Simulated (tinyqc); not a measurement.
Finite-difference solution of the diffusion equation on a small grid. Changing the time step dt. Computed by tinyqc, a small Python program. Command: `OMP_NUM_THREADS=1 python tinyqc.py 3027502 3027503 out.jsonl fdiff sweep`. One thread of a shared host (Intel(R) Xeon(R) Processor @ 2.30GHz), about 0.02 s of CPU time with the checks.

dC/dt = D d2C/dx2 on nodes x_j = j dx, j = 0..11; the far end is sealed.

Inputs (values chosen for the exercise):
```
quantity         value    unit
diffusivity D      1.3  nm^2/s
grid spacing dx      5      nm
final time t_f     990       s
loss velocity h   0.15    nm/s
```

Boundary at x = 0: surface loss. Scheme: Crank-Nicolson.

start values C_j, j = 0, 1, ... (% of a reference): 1.32  32.9  70.3  100  79  35.1  13.1  0  0  0  0  0

Method:
- The operator M acts as (M C)_j = C_(j-1) - 2 C_j + C_(j+1); at the sealed far end a mirror node gives 2 C_(N-2) - 2 C_(N-1); at j = 0, the outward flux h C_0 gives 2 C_1 - (2 + 2 h dx/D) C_0.
- r = D dt/dx^2.
- With r = D dt/dx^2: (1 - theta r M) C(new) = (1 + (1 - theta) r M) C(old); theta = 0 explicit, 1 implicit, 1/2 Crank-Nicolson.
- The run takes n = round(t_f/dt) steps of length t_f/n.
- The dose is the trapezoidal sum of C dx; the error is the largest difference from exp(M D t/dx^2) C(0), the exact time evolution on the same grid.

One run for each value:
```
time step dt (s)  largest error at t_f (%)  mesh ratio r  final C_6 (%)  final dose (% nm)
3.9                              2.107e-05          0.20          10.86              526.0
7.7                              8.427e-05          0.40          10.86              526.0
15.5                             3.367e-04          0.80          10.86              526.0
30.9                             1.341e-03          1.61          10.86              526.0
61.9                             7.499e-02          3.22          10.86              525.8
123.8                            2.906e+00          6.43          11.45              522.9
247.5                            1.560e+01         12.87           7.57              497.2
495.0                            3.018e+01         25.74          -2.73              524.9
```

Describe and explain the trends.

Over the rows, largest error at t_f (%) rises from 2.11e-5 to 30.2 (exponent d ln y / d ln x 2.0 between the first rows and 0.95 between the last). At the low end the exponent of largest error at t_f is 2.00, close to 2: second order in the step.

Extremes, crossings and ranges named in words are read from the listed rows.
